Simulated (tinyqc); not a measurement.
One rectangular barrier with mass mismatch, transfer matrices: effect of the barrier mass and of the matching rule.

One electron of energy E comes from the left lead (band edge 0); no transverse momentum. Parabolic bands, masses in units of m0, C = hbar^2/(2 m0); psi and psi'/m are continuous at every interface. The right lead equals the left one.

For the pair (psi, psi'/m) a flat layer has M = [[cos kd, (m/k) sin kd], [-(k/m) sin kd, cos kd]] with k = sqrt(m (E - U)/C) above its edge U, and M = [[cosh Kd, (m/K) sinh Kd], [(K/m) sinh Kd, cosh Kd]] with K = sqrt(m (U - E)/C) below it. The matrices are multiplied with later layers to the left. With M acting on (psi, psi'/m) and v = k/m in each lead, T(E) = 4 vL vR/[(vL vR M12 - M21)^2 + (vR M11 + vL M22)^2]. The second column matches psi and psi' without the mass (every m outside k and K set to 1), which is not the envelope-function rule when the masses differ.

Parameters, values chosen for the exercise; masses and offsets close to those of GaN wells and AlGaN barriers:
```
symbol,value,unit,meaning
mL,0.2,m0,mass in the left lead
U1,0.6,eV,barrier height
d1,2.1,nm,barrier width
E,0.156,eV,electron energy
```

Constants: q = 1.602176634e-19 C, hbar = 1.054571817e-34 J s, m0 = 9.1093837015e-31 kg, hbar^2/(2 m0) = 0.0380998212 eV nm^2. Results are converted to the units shown.

Effect of the barrier mass and of the matching rule:
```
m1 (m0)  T(E), psi'/m matched  T(E), psi' matched   ratio
0.12                  0.01599             0.02565   1.604
0.15                  0.01021             0.01340   1.312
0.2                  0.005045            0.005045   1.000
0.25                 0.002610            0.002109  0.8081
0.31                 0.001246            8.224e-4  0.6602
0.4                  4.471e-4            2.345e-4  0.5245
0.5                  1.575e-4            6.834e-5  0.4340
0.63                 4.556e-5            1.649e-5  0.3621
```

Read the table: what changes, and by how much?

With psi'/m matched, T(E) falls from 0.0160 to 4.56e-5. The other rule gives 1.60 times that in the first row and 0.362 times in the last; the two rules coincide at m1 = mL = 0.2.

Range of the model: Masses are held fixed, although real bands cease to be parabolic a few tenths of an eV from their edges (inside a barrier too).

Numbers from tinyqc (`OMP_NUM_THREADS=1 python tinyqc.py 2560038 2560039 out.jsonl`; about 0.01 s on one thread of a shared Intel Xeon 2.30GHz).
